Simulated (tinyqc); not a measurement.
CIS on RHF in the sto-3g basis, for H6, spin multiplicity 1, step by step. Computed by tinyqc, a small Python program that keeps every step (integrals from PySCF). Settings: charge = 0, multiplicity = 1, basis = sto-3g, method = RHF, energy threshold = 1e-10, iteration cap = 60, orthogonalisation = canonical, start = Wolfsberg-Helmholz matrix, DIIS depth = 6. Command: `OMP_NUM_THREADS=1 python tinyqc.py 22863 22864 out.jsonl` (the two numbers bound the seeds that draw the settings). One thread of a shared host (Intel(R) Xeon(R) Processor @ 2.60GHz), about 0.06 s of CPU time with the checks. The early iterations of the SCF are left out here.

## One-electron integrals

Geometry (angstrom):
```
atom         x         y         z
H     0.000000  0.000000  0.000000
H     0.000000  0.000000  0.759000
H     0.000000  0.000000  2.012000
H     0.000000  0.000000  2.771000
H     0.000000  0.000000  4.024000
H     0.000000  0.000000  4.783000
```

Basis sto-3g: exponents (1/bohr^2) and contraction coefficients of normalised primitives:
```
element  l (shell)  exponent  coefficient
H            s (1)  3.425251     0.154329
H            s (1)  0.623914     0.535328
H            s (1)  0.168855     0.444635
```

Overlap, kinetic and nuclear-attraction integrals over the contracted functions; the nuclear repulsion is the sum of Za Zb / Rab.

nuclear repulsion = 4.90597093 hartree

overlap S, order 1H 1s, 2H 1s, 3H 1s, 4H 1s, 5H 1s, 6H 1s:
```
[[1.000000, 0.647456, 0.116888, 0.029263, 0.001665, 0.000207],
 [0.647456, 1.000000, 0.361033, 0.116888, 0.010272, 0.001665],
 [0.116888, 0.361033, 1.000000, 0.647456, 0.116888, 0.029263],
 [0.029263, 0.116888, 0.647456, 1.000000, 0.361033, 0.116888],
 [0.001665, 0.010272, 0.116888, 0.361033, 1.000000, 0.647456],
 [0.000207, 0.001665, 0.029263, 0.116888, 0.647456, 1.000000]]
```

kinetic energy T (hartree), order 1H 1s, 2H 1s, 3H 1s, 4H 1s, 5H 1s, 6H 1s:
```
[[0.760032, 0.225784, -0.010248, -0.008617, -0.001131, -0.000199],
 [0.225784, 0.760032, 0.042007, -0.010248, -0.004555, -0.001131],
 [-0.010248, 0.042007, 0.760032, 0.225784, -0.010248, -0.008617],
 [-0.008617, -0.010248, 0.225784, 0.760032, 0.042007, -0.010248],
 [-0.001131, -0.004555, -0.010248, 0.042007, 0.760032, 0.225784],
 [-0.000199, -0.001131, -0.008617, -0.010248, 0.225784, 0.760032]]
```

nuclear attraction V (hartree), order 1H 1s, 2H 1s, 3H 1s, 4H 1s, 5H 1s, 6H 1s:
```
[[-2.564840, -1.690595, -0.284773, -0.070549, -0.003891, -0.000482],
 [-1.690595, -2.842875, -0.929298, -0.296581, -0.024565, -0.003891],
 [-0.284773, -0.929298, -3.003181, -1.873948, -0.296581, -0.070549],
 [-0.070549, -0.296581, -1.873948, -3.003181, -0.929298, -0.284773],
 [-0.003891, -0.024565, -0.296581, -0.929298, -2.842875, -1.690595],
 [-0.000482, -0.003891, -0.070549, -0.284773, -1.690595, -2.564840]]
```

core Hamiltonian H = T + V (hartree), order 1H 1s, 2H 1s, 3H 1s, 4H 1s, 5H 1s, 6H 1s:
```
[[-1.804808, -1.464811, -0.295021, -0.079166, -0.005022, -0.000681],
 [-1.464811, -2.082844, -0.887290, -0.306829, -0.029120, -0.005022],
 [-0.295021, -0.887290, -2.243150, -1.648164, -0.306829, -0.079166],
 [-0.079166, -0.306829, -1.648164, -2.243150, -0.887290, -0.295021],
 [-0.005022, -0.029120, -0.306829, -0.887290, -2.082844, -1.464811],
 [-0.000681, -0.005022, -0.079166, -0.295021, -1.464811, -1.804808]]
```

## Two-electron integrals

Functions are numbered as in S; the eight-fold symmetry (ij|kl) = (ji|kl) = (kl|ij) leaves the list below.

Two-electron integrals (ij|kl) in chemists' order, unique and non-zero (hartree):
```
(11|11) 0.774606   (21|11) 0.433812   (21|21) 0.285163   (22|11) 0.562870
(22|21) 0.433812   (22|22) 0.774606   (31|11) 0.054587   (31|21) 0.039680
(31|22) 0.068214   (31|31) 0.007031   (32|11) 0.135830   (32|21) 0.108963
(32|22) 0.208155   (32|31) 0.022506   (32|32) 0.078374   (33|11) 0.262161
(33|21) 0.208548   (33|22) 0.403609   (33|31) 0.054587   (33|32) 0.208155
(33|33) 0.774606   (41|11) 0.011175   (41|21) 0.008413   (41|22) 0.014979
(41|31) 0.001636   (41|32) 0.005476   (41|33) 0.014979   (41|41) 0.000402
(42|11) 0.036231   (42|21) 0.028769   (42|22) 0.054587   (42|31) 0.006327
(42|32) 0.022506   (42|33) 0.068214   (42|41) 0.001636   (42|42) 0.007031
(43|11) 0.143835   (43|21) 0.111179   (43|22) 0.208548   (43|31) 0.028769
(43|32) 0.108963   (43|33) 0.433812   (43|41) 0.008413   (43|42) 0.039680
(43|43) 0.285163   (44|11) 0.190941   (44|21) 0.143835   (44|22) 0.262161
(44|31) 0.036231   (44|32) 0.135830   (44|33) 0.562870   (44|41) 0.011175
(44|42) 0.054587   (44|43) 0.433812   (44|44) 0.774606   (51|11) 0.000448
(51|21) 0.000348   (51|22) 0.000646   (51|31) 0.000079   (51|32) 0.000282
(51|33) 0.000903   (51|41) 0.000021   (51|42) 0.000092   (51|43) 0.000549
(51|44) 0.000788   (51|51) 1.25e-06   (52|11) 0.002360   (52|21) 0.001828
(52|22) 0.003415   (52|31) 0.000433   (52|32) 0.001578   (52|33) 0.005402
(52|41) 0.000120   (52|42) 0.000543   (52|43) 0.003504   (52|44) 0.005402
(52|51) 0.000008   (52|52) 0.000048   (53|11) 0.020901   (53|21) 0.015632
(53|22) 0.028264   (53|31) 0.003821   (53|32) 0.014076   (53|33) 0.054587
(53|41) 0.001132   (53|42) 0.005365   (53|43) 0.039680   (53|44) 0.068214
(53|51) 0.000079   (53|52) 0.000543   (53|53) 0.007031   (54|11) 0.056609
(54|21) 0.041465   (54|22) 0.073183   (54|31) 0.009743   (54|32) 0.035246
(54|33) 0.135830   (54|41) 0.002933   (54|42) 0.014076   (54|43) 0.108963
(54|44) 0.208155   (54|51) 0.000216   (54|52) 0.001578   (54|53) 0.022506
(54|54) 0.078374   (55|11) 0.131505   (55|21) 0.094211   (55|22) 0.162073
(55|31) 0.020901   (55|32) 0.073183   (55|33) 0.262161   (55|41) 0.006070
(55|42) 0.028264   (55|43) 0.208548   (55|44) 0.403609   (55|51) 0.000448
(55|52) 0.003415   (55|53) 0.054587   (55|54) 0.208155   (55|55) 0.774606
(61|11) 0.000046   (61|21) 0.000035   (61|22) 0.000065   (61|31) 0.000008
(61|32) 0.000031   (61|33) 0.000109   (61|41) 2.38e-06   (61|42) 0.000011
(61|43) 0.000071   (61|44) 0.000109   (61|51) 1.52e-07   (61|52) 9.65e-07
(61|53) 0.000011   (61|54) 0.000031   (61|55) 0.000065   (61|61) 1.95e-08
(62|11) 0.000324   (62|21) 0.000245   (62|22) 0.000448   (62|31) 0.000059
(62|32) 0.000216   (62|33) 0.000788   (62|41) 0.000017   (62|42) 0.000079
(62|43) 0.000549   (62|44) 0.000903   (62|51) 1.14e-06   (62|52) 0.000008
(62|53) 0.000092   (62|54) 0.000282   (62|55) 0.000646   (62|61) 1.52e-07
(62|62) 1.25e-06   (63|11) 0.004652   (63|21) 0.003422   (63|22) 0.006070
(63|31) 0.000809   (63|32) 0.002933   (63|33) 0.011175   (63|41) 0.000240
(63|42) 0.001132   (63|43) 0.008413   (63|44) 0.014979   (63|51) 0.000017
(63|52) 0.000120   (63|53) 0.001636   (63|54) 0.005476   (63|55) 0.014979
(63|61) 2.38e-06   (63|62) 0.000021   (63|63) 0.000402   (64|11) 0.016582
(64|21) 0.012003   (64|22) 0.020901   (64|31) 0.002738   (64|32) 0.009743
(64|33) 0.036231   (64|41) 0.000809   (64|42) 0.003821   (64|43) 0.028769
(64|44) 0.054587   (64|51) 0.000059   (64|52) 0.000433   (64|53) 0.006327
(64|54) 0.022506   (64|55) 0.068214   (64|61) 0.000008   (64|62) 0.000079
(64|63) 0.001636   (64|64) 0.007031   (65|11) 0.077920   (65|21) 0.055321
(65|22) 0.094211   (65|31) 0.012003   (65|32) 0.041465   (65|33) 0.143835
(65|41) 0.003422   (65|42) 0.015632   (65|43) 0.111179   (65|44) 0.208548
(65|51) 0.000245   (65|52) 0.001828   (65|53) 0.028769   (65|54) 0.108963
(65|55) 0.433812   (65|61) 0.000035   (65|62) 0.000348   (65|63) 0.008413
(65|64) 0.039680   (65|65) 0.285163   (66|11) 0.110637   (66|21) 0.077920
(66|22) 0.131505   (66|31) 0.016582   (66|32) 0.056609   (66|33) 0.190941
(66|41) 0.004652   (66|42) 0.020901   (66|43) 0.143835   (66|44) 0.262161
(66|51) 0.000324   (66|52) 0.002360   (66|53) 0.036231   (66|54) 0.135830
(66|55) 0.562870   (66|61) 0.000046   (66|62) 0.000448   (66|63) 0.011175
(66|64) 0.054587   (66|65) 0.433812   (66|66) 0.774606
```

## Orthogonalisation

S = U s U^T; canonical form X = U s^(-1/2), so that X^T S X = 1. Each column of U has its largest component positive (the first on a tie).

eigenvalues of S: [0.218516, 0.310576, 0.441445, 1.238614, 1.682105, 2.108745]

X, order 1H 1s, 2H 1s, 3H 1s, 4H 1s, 5H 1s, 6H 1s:
```
[[0.553955, -0.825873, -0.666119, -0.401061, 0.375415, 0.205365],
 [-0.824927, 0.932111, 0.484478, -0.243729, 0.383727, 0.272497],
 [1.140524, -0.242934, 0.673952, 0.428279, 0.095205, 0.347388],
 [-1.140524, -0.242934, -0.673952, 0.428279, -0.095205, 0.347388],
 [0.824927, 0.932111, -0.484478, -0.243729, -0.383727, 0.272497],
 [-0.553955, -0.825873, 0.666119, -0.401061, -0.375415, 0.205365]]
```

## Iteration 6 (converged): orbitals

converged F (hartree), order 1H 1s, 2H 1s, 3H 1s, 4H 1s, 5H 1s, 6H 1s:
```
[[-0.358151, -0.591559, -0.142516, -0.030153, -0.001056, -0.002715],
 [-0.591559, -0.402786, -0.297682, -0.142630, -0.016123, -0.001056],
 [-0.142516, -0.297682, -0.408655, -0.600495, -0.142630, -0.030153],
 [-0.030153, -0.142630, -0.600495, -0.408655, -0.297682, -0.142516],
 [-0.001056, -0.016123, -0.142630, -0.297682, -0.402786, -0.591559],
 [-0.002715, -0.001056, -0.030153, -0.142516, -0.591559, -0.358151]]
```

Diagonalise F' = X^T F X, C = X C', fill 3 alpha and 3 beta electrons from the bottom; D = 2 C_occ C_occ^T. Each column has its largest component positive (the first on a tie).

F' = X^T F X (hartree):
```
[[1.133623, 0.000000, -0.011736, 0.000000, 0.033887, 0.000000],
 [0.000000, 0.745736, 0.000000, 0.050588, 0.000000, 0.009240],
 [-0.011736, 0.000000, 0.438870, 0.000000, 0.008585, 0.000000],
 [0.000000, 0.050588, 0.000000, -0.465295, 0.000000, -0.006808],
 [0.033887, 0.000000, 0.008585, 0.000000, -0.589565, 0.000000],
 [0.000000, 0.009240, 0.000000, -0.006808, 0.000000, -0.684867]]
```

orbital energies (hartree): [-0.685160, -0.590307, -0.467168, 0.438753, 0.747901, 1.134481]

coefficients C, order 1H 1s, 2H 1s, 3H 1s, 4H 1s, 5H 1s, 6H 1s:
```
[[0.198420, 0.370114, -0.373083, -0.653550, -0.840553, 0.572192],
 [0.257281, 0.395749, -0.290964, 0.474232, 0.922841, -0.825201],
 [0.363045, 0.066930, 0.426277, 0.693446, -0.222721, 1.130806],
 [0.363045, -0.066930, 0.426277, -0.693446, -0.222721, -1.130806],
 [0.257281, -0.395749, -0.290964, -0.474232, 0.922841, 0.825201],
 [0.198420, -0.370114, -0.373083, 0.653550, -0.840553, -0.572192]]
```

D after iteration 6, order 1H 1s, 2H 1s, 3H 1s, 4H 1s, 5H 1s, 6H 1s:
```
[[0.631093, 0.612151, -0.124460, -0.223547, 0.026262, 0.083154],
 [0.612151, 0.614940, -0.008278, -0.114228, -0.011528, 0.026262],
 [-0.124460, -0.008278, 0.635987, 0.618068, -0.114228, -0.223547],
 [-0.223547, -0.114228, 0.618068, 0.635987, -0.008278, -0.124460],
 [0.026262, -0.011528, -0.114228, -0.008278, 0.614940, 0.612151],
 [0.083154, 0.026262, -0.223547, -0.124460, 0.612151, 0.631093]]
```

## Convergence

Stop when the energy changes by less than 1e-10 hartree and every element of the error matrix X^T (F D S - S D F) X is below 3e-06.

Course of the cycle:
```
iteration  E (hartree)     change  largest element of the error matrix
1          -3.28820798          -                             1.40e-01
2          -3.30104083  -1.28e-02                             2.02e-02
3          -3.30151136  -4.71e-04                             2.57e-03
4          -3.30151909  -7.73e-06                             3.57e-05
5          -3.30151909  -4.73e-10                             1.25e-06
6          -3.30151909  -1.14e-12                             4.08e-07
```

PySCF RHF in the same basis = -3.30151909 hartree

Converged in 6 iterations.

## Integrals over molecular orbitals

(pq|rs) = sum C_ip C_jq C_kr C_ls (ij|kl), one index at a time.

one-electron integrals over orbitals h = C^T H C (hartree):
```
[[-2.301625, 0.000000, -0.140608, 0.000000, -0.075749, 0.000000],
 [0.000000, -2.081065, 0.000000, -0.157982, 0.000000, 0.065115],
 [-0.140608, 0.000000, -2.082165, 0.000000, 0.145540, 0.000000],
 [0.000000, -0.157982, 0.000000, -1.599642, 0.000000, -0.153676],
 [-0.075749, 0.000000, 0.145540, 0.000000, -1.272451, 0.000000],
 [0.000000, 0.065115, 0.000000, -0.153676, 0.000000, -1.134955]]
```

Two-electron integrals over orbitals (pq|rs), unique and non-zero (hartree):
```
(11|11) 0.420121    (21|21) 0.130192    (22|11) 0.332975    (22|22) 0.399234
(31|11) 0.082890    (31|22) -0.059933   (31|31) 0.134132    (32|21) -0.129230
(32|32) 0.147020    (33|11) 0.397359    (33|22) 0.351393    (33|31) 0.048355
(33|33) 0.398645    (41|21) 0.033825    (41|32) 0.001941    (41|41) 0.079413
(42|11) 0.052962    (42|22) -0.004185   (42|31) 0.047673    (42|33) 0.016328
(42|42) 0.067591    (43|21) 0.057990    (43|32) -0.057412   (43|41) 0.015269
(43|43) 0.071333    (44|11) 0.393540    (44|22) 0.349990    (44|31) 0.042671
(44|33) 0.384835    (44|42) 0.024878    (44|44) 0.399211    (51|11) 0.008575
(51|22) 0.025381    (51|31) -0.021327   (51|33) -0.008410   (51|42) 0.039282
(51|44) 0.001750    (51|51) 0.046949    (52|21) 0.019411    (52|32) 0.004693
(52|41) 0.054988    (52|43) -0.037678   (52|52) 0.087076    (53|11) -0.062581
(53|22) -0.002575   (53|31) -0.052642   (53|33) -0.031863   (53|42) -0.064252
(53|44) -0.026604   (53|51) -0.033984   (53|53) 0.069213    (54|21) 0.129252
(54|32) -0.140403   (54|41) 0.007275    (54|43) 0.058965    (54|52) -0.002049
(54|54) 0.151438    (55|11) 0.347549    (55|22) 0.401687    (55|31) -0.048621
(55|33) 0.362558    (55|42) 0.001237    (55|44) 0.371707    (55|51) 0.025939
(55|53) -0.005801   (55|55) 0.426500    (61|21) 0.002015    (61|32) 0.012133
(61|41) 0.028650    (61|43) 0.050328    (61|52) -0.030168   (61|54) -0.009004
(61|61) 0.065148    (62|11) -0.015588   (62|22) -0.031549   (62|31) 0.018599
(62|33) -0.004013   (62|42) -0.035985   (62|44) -0.002150   (62|51) -0.042858
(62|53) 0.037816    (62|55) -0.030729   (62|62) 0.044974    (63|21) 0.038704
(63|32) -0.007651   (63|41) 0.076404    (63|43) 0.018565    (63|52) 0.054786
(63|54) 0.007419    (63|61) 0.028984    (63|63) 0.082458    (64|11) 0.084402
(64|22) -0.051545   (64|31) 0.127305    (64|33) 0.049596    (64|42) 0.049516
(64|44) 0.048046    (64|51) -0.017886   (64|53) -0.052903   (64|55) -0.051745
(64|62) 0.017416    (64|64) 0.136657    (65|21) -0.131905   (65|32) 0.132257
(65|41) -0.035268   (65|43) -0.061153   (65|52) -0.020480   (65|54) -0.138801
(65|61) -0.003422   (65|63) -0.043288   (65|65) 0.147613    (66|11) 0.449262
(66|22) 0.354594    (66|31) 0.091390    (66|33) 0.427152    (66|42) 0.059832
(66|44) 0.431492    (66|51) 0.010070    (66|53) -0.071730   (66|55) 0.380908
(66|62) -0.018416   (66|64) 0.099935    (66|66) 0.507829
```

## CIS matrix, singlets

A(ia,jb) = (e_a - e_i) d_ij d_ab + 2 (ia|jb) - (ij|ab).

CIS matrix A, singlet (hartree), order 1>4, 1>5, 1>6, 2>4, 2>5, 2>6, 3>4, 3>5, 3>6:
```
[[0.889200, 0.000000, -0.027102, 0.000000, -0.019276, 0.000000, -0.012132, 0.000000, 0.025503],
 [0.000000, 1.179410, 0.000000, -0.050687, 0.000000, 0.046189, 0.000000, -0.019348, 0.000000],
 [-0.027102, 0.000000, 1.500676, 0.000000, 0.071570, 0.000000, -0.026649, 0.000000, -0.033422],
 [0.000000, -0.050687, 0.000000, 0.814251, 0.000000, -0.020426, 0.000000, 0.011899, 0.000000],
 [-0.019276, 0.000000, 0.071570, 0.000000, 1.110672, 0.000000, 0.065047, 0.000000, -0.022686],
 [0.000000, 0.046189, 0.000000, -0.020426, 0.000000, 1.460143, 0.000000, -0.056624, 0.000000],
 [-0.012132, 0.000000, -0.026649, 0.000000, 0.065047, 0.000000, 0.663751, 0.000000, -0.012465],
 [0.000000, -0.019348, 0.000000, 0.011899, 0.000000, -0.056624, 0.000000, 0.990935, 0.000000],
 [0.025503, 0.000000, -0.033422, 0.000000, -0.022686, 0.000000, -0.012465, 0.000000, 1.339413]]
```

## CIS singlet states

dipole integrals <i|r|a> (bohr), order 1>4, 1>5, 1>6, 2>4, 2>5, 2>6, 3>4, 3>5, 3>6:
```
[[0.000000, 0.000000, 0.046616],
 [0.000000, 0.000000, 0.000000],
 [0.000000, 0.000000, -0.311797],
 [0.000000, 0.000000, 0.000000],
 [0.000000, 0.000000, 0.699959],
 [0.000000, 0.000000, 0.000000],
 [0.000000, 0.000000, -1.623745],
 [0.000000, 0.000000, 0.000000],
 [0.000000, 0.000000, 0.037410]]
```

Diagonalise A (1 hartree = 27.211386 eV); each vector has its largest component positive (the first on a tie). The transition dipole is mu = sqrt2 sum c_ia <i|r|a>.

singlet excitation energies (eV): [17.750116, 21.950979, 24.107008, 26.759697, 30.149613, 32.070651, 36.315277, 40.166203, 41.441575]

lowest vectors, order 1>4, 1>5, 1>6, 2>4, 2>5, 2>6, 3>4, 3>5, 3>6:
```
[[0.042475, 0.000000, 0.994562, 0.000000, -0.063429, 0.000000],
 [0.000000, 0.130133, 0.000000, 0.079861, 0.000000, 0.973923],
 [0.045124, 0.000000, 0.030440, 0.000000, -0.163373, 0.000000],
 [0.000000, 0.990323, 0.000000, 0.032283, 0.000000, -0.127183],
 [-0.144707, 0.000000, 0.079701, 0.000000, 0.969021, 0.000000],
 [0.000000, 0.017875, 0.000000, 0.111238, 0.000000, -0.179890],
 [0.987436, 0.000000, -0.031788, 0.000000, 0.150997, 0.000000],
 [0.000000, -0.044797, 0.000000, 0.990054, 0.000000, -0.054201],
 [0.013754, 0.000000, -0.050574, 0.000000, 0.086515, 0.000000]]
```

oscillator strengths 2/3 w |mu|^2: [2.561707, 0.000000, 0.023946, 0.000000, 0.346515, 0.000000]

## CIS matrix, triplets

A(ia,jb) = (e_a - e_i) d_ij d_ab - (ij|ab).

CIS matrix A, triplet (hartree), order 1>4, 1>5, 1>6, 2>4, 2>5, 2>6, 3>4, 3>5, 3>6:
```
[[0.730374, 0.000000, -0.084402, 0.000000, -0.129252, 0.000000, -0.042671, 0.000000, -0.127305],
 [0.000000, 1.085513, 0.000000, -0.129252, 0.000000, 0.131905, 0.000000, 0.048621, 0.000000],
 [-0.084402, 0.000000, 1.370380, 0.000000, 0.131905, 0.000000, -0.127305, 0.000000, -0.091390],
 [0.000000, -0.129252, 0.000000, 0.679070, 0.000000, 0.051545, 0.000000, 0.140403, 0.000000],
 [-0.129252, 0.000000, 0.131905, 0.000000, 0.936521, 0.000000, 0.140403, 0.000000, -0.132257],
 [0.000000, 0.131905, 0.000000, 0.051545, 0.000000, 1.370195, 0.000000, -0.132257, 0.000000],
 [-0.042671, 0.000000, -0.127305, 0.000000, 0.140403, 0.000000, 0.521085, 0.000000, -0.049596],
 [0.000000, 0.048621, 0.000000, 0.140403, 0.000000, -0.132257, 0.000000, 0.852510, 0.000000],
 [-0.127305, 0.000000, -0.091390, 0.000000, -0.132257, 0.000000, -0.049596, 0.000000, 1.174497]]
```

## CIS triplet states

Diagonalise A (1 hartree = 27.211386 eV); each vector has its largest component positive (the first on a tie).

triplet excitation energies (eV): [12.173939, 14.715660, 16.660793, 24.875603, 27.076369, 29.669470, 32.839337, 39.238880, 40.037148]

lowest vectors, order 1>4, 1>5, 1>6, 2>4, 2>5, 2>6, 3>4, 3>5, 3>6:
```
[[0.091163, 0.000000, 0.847614, 0.000000, -0.461382, 0.000000],
 [0.000000, 0.277501, 0.000000, 0.023103, 0.000000, 0.903086],
 [0.182669, 0.000000, 0.059167, 0.000000, -0.218888, 0.000000],
 [0.000000, 0.813007, 0.000000, 0.523543, 0.000000, -0.253332],
 [-0.279991, 0.000000, 0.430260, 0.000000, 0.773527, 0.000000],
 [0.000000, -0.171561, 0.000000, 0.175824, 0.000000, -0.286990],
 [0.936608, 0.000000, 0.017726, 0.000000, 0.306867, 0.000000],
 [0.000000, -0.482265, 0.000000, 0.833340, 0.000000, 0.194669],
 [0.051878, 0.000000, 0.304322, 0.000000, 0.216112, 0.000000]]
```
